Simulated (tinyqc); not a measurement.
What each parameter does: interface roughness in a thin film (subband fluctuation and scattering).

Square well of width t, barriers V0, c = hbar^2/2m0: E1 solves k t + 2 atan[(k/mz)/(kappa/mb)] = pi, k = sqrt(mz E/c), kappa = sqrt(mb (V0 - E)/c). One interface is rough, so the subband edge fluctuates by G dt with G = |dE1/dt| (central difference of 0.01 angstrom; 2 E1/t for hard walls).

Gaussian roughness spectrum S(q) = pi D^2 Lc^2 exp(-q^2 Lc^2/4). Degenerate gas, taken to fill one subband (the second starts to fill once c kF^2/md exceeds E2 - E1, which is not tested here): kF = sqrt(2 pi Ns/gv), q = 2 kF sin(theta/2), 1/tau = (md/(2 pi c hbar)) G^2 times the integral from 0 to pi of S(q)(1 - cos theta)/eps(q)^2 dtheta, eps(q) = 1 + qs/q with screening (qs = gv md q0/(c eps), q0 = e^2/(4 pi eps0), form factors left out, which overstates the screening; other scattering is left out too, so these values lie far above measured mobilities in all but the thinnest films) or 1 without; mobility = tau c2/md with c2 = e/m0 = 1.75882e15 cm^2/(V s^2); 1e12/cm^2 = 1e-4/angstrom^2.

Constants: hbar^2/2m0 = 3.80998211 eV angstrom^2; hbar = 6.58211957e-16 eV s; e^2/(4 pi eps0) = 14.39964547 eV angstrom.

Values chosen for the exercise (near those of a thin GaN channel; shifted at random, so the results belong to these values and not to a real crystal):

| symbol | value | unit | meaning |
|---|---|---|---|
| t | 26 | angstrom | film thickness |
| mz | 0.201 | m0 | confinement mass |
| V0 | 1.94 | eV | barrier |
| mb | 0.31 | m0 | barrier mass |
| md | 0.205 | m0 | mass in the plane |
| gv | 1 |  | valleys |
| D | 1.6 | angstrom | rms height of the roughness |
| Lc | 46 | angstrom | correlation length |
| Ns | 7 | x 1e12/cm^2 | sheet density |
| eps | 9.7 |  | mean dielectric constant at the channel |

G, G D, and the screened mobility.

Results for these values:

| case | G (meV/angstrom) | G D (meV) | mobility (cm^2/(V s)) |
|---|---|---|---|
| base | 9.725 | 15.56 | 3.951e+04 |

What happens to each result for V0 = 1.36 eV, all else kept?

Answer: G falls from 9.725 to 8.528; G D falls from 15.56 to 13.64; mobility rises from 3.951e+04 to 5.139e+04.

The same for each parameter in turn:

| case | G (meV/angstrom) | G D (meV) | mobility (cm^2/(V s)) |
|---|---|---|---|
| base | 9.725 | 15.56 | 3.951e+04 |
| t = 22 angstrom | 14.193 | 22.71 | 1.855e+04 |
| D = 2.08 angstrom | 9.725 | 20.23 | 2.338e+04 |
| Lc = 54 angstrom | 9.725 | 15.56 | 5.916e+04 |
| Ns = 11.2 x 1e12/cm^2 | 9.725 | 15.56 | 8.558e+04 |
| mz = 0.231 m0 | 9.219 | 14.75 | 4.397e+04 |
| md = 0.236 m0 | 9.725 | 15.56 | 3.522e+04 |
| V0 = 1.36 eV | 8.528 | 13.64 | 5.139e+04 |
| eps = 11.6 | 9.725 | 15.56 | 3.238e+04 |

In the base case G D is 0.19 times EF - E1 = 81.7 meV.

Program tinyqc; command `OMP_NUM_THREADS=1 python tinyqc.py 1251860 1251861 out.jsonl`; about 0.01 s on one thread of a shared Intel(R) Xeon(R) Processor @ 2.30GHz.
